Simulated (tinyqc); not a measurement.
From results back to parameters: effective mass of the conduction band from tabulated energies. Four cases, with inputs chosen for the exercise.

Problem. A band follows E (1 + alpha E) = c k^2/m, c = hbar^2/2m0. Its energies at two wave vectors are given.

Constants: hbar^2/2m0 = 3.80998211 eV angstrom^2.
Find: y = c k^2/E; m; alpha.
Method. y = m + m alpha E is a straight line through the two points.

Case 1.

Values chosen (out of a larger set: band of an eight-band Kane model near InP; not measured data): k12 = (0.0237, 0.0632) 1/angstrom (two wave vectors).

energies (meV): 26.02045  170.94047

Solution.

y = c k^2/E (m0): 0.08224  0.08903
m = 0.0810 m0
alpha = 0.58 1/eV

Case 2.

Values chosen (out of a larger set: band of an eight-band Kane model near InAs; not measured data): k12 = (0.0063, 0.0168) 1/angstrom (two wave vectors).

energies (meV): 5.74901  37.61991

Solution.

y = c k^2/E (m0): 0.02630  0.02858
m = 0.0259 m0
alpha = 2.76 1/eV

Case 3.

Values chosen (out of a larger set: band of an eight-band Kane model near InSb; not measured data): k12 = (0.0039, 0.0104) 1/angstrom (two wave vectors).

energies (meV): 4.28454  27.92354

Solution.

y = c k^2/E (m0): 0.01353  0.01476
m = 0.0133 m0
alpha = 3.92 1/eV

Case 4.

Values chosen (out of a larger set: band of an eight-band Kane model near InSb; not measured data): k12 = (0.0048, 0.0128) 1/angstrom (two wave vectors).

energies (meV): 6.39182  40.31486

Solution.

y = c k^2/E (m0): 0.01373  0.01548
m = 0.0134 m0
alpha = 3.85 1/eV

Computed by tinyqc, one run a case: `OMP_NUM_THREADS=1 python tinyqc.py N N+1 out.jsonl` with N = 1850673, 1850688, 1850701, 1850705; one thread of a shared Intel(R) Xeon(R) Processor @ 2.30GHz, about 0.01 s a run at most.
